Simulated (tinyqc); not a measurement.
Thermal and gravitational stress in a wafer during furnace and rapid thermal processing, and the onset of slip: one step, computed by the program tinyqc. Command: `OMP_NUM_THREADS=1 python tinyqc.py 3016023 3016024 out.jsonl slip walk`. One thread of a shared host (Intel(R) Xeon(R) Processor @ 2.30GHz), about 0.01 s of CPU time with the checks.

A thin free disc in plane stress, isotropic; T(r) = T_centre + dT (r/R)^n. Stress is positive in tension; sigma_SB = 5.670374419e-8 W/(m^2 K^4), g = 9.80665 m/s^2.

Question. Ramp rate in a batch furnace. Critical resolved stress tau_c = A exp(U/(k_B T)), a form chosen for the exercise; slip when 0.492799 |s_tt(R)| > tau_c; allowed |dT| = tau_c (n + 2)/(0.492799 n alpha E). In a stack heated from the rim, heat flows inward by conduction and by radiation between wafers: k_eff = k + (16/3) sigma_SB T^3 s^2/t (a diffusion estimate with the spacing as path length). A steady ramp gives the parabolic lag dT = rho c (ramp) R^2/(4 k_eff); the allowed ramp uses n = 2.

Inputs (values chosen for the exercise, modelled on silicon):
```
quantity                              value        unit
wafer radius R                          225          mm
thickness t                             925  micrometre
Young's modulus E                       141         GPa
expansion alpha                        4.24      1e-6/K
temperature T                          1200           K
prefactor A of the critical stress  0.00035         MPa
energy U of the critical stress        1.08          eV
density rho                            2330      kg/m^3
heat capacity c                         923    J/(kg K)
conductivity k                         27.4     W/(m K)
wafer spacing s                          10          mm
ramp rate                               7.5       K/min
```

Constants: k_B = 8.617333262e-05 eV/K.

Give: k_eff; lag of the centre; allowed ramp rate.

Answer.

k_eff = 83.90 W/(m K)

lag of the centre = 40.55 K

allowed ramp rate = 15.09 K/min

Radiation carries 67 % of the inward flow. The ramp is 0.50 of the allowed one.
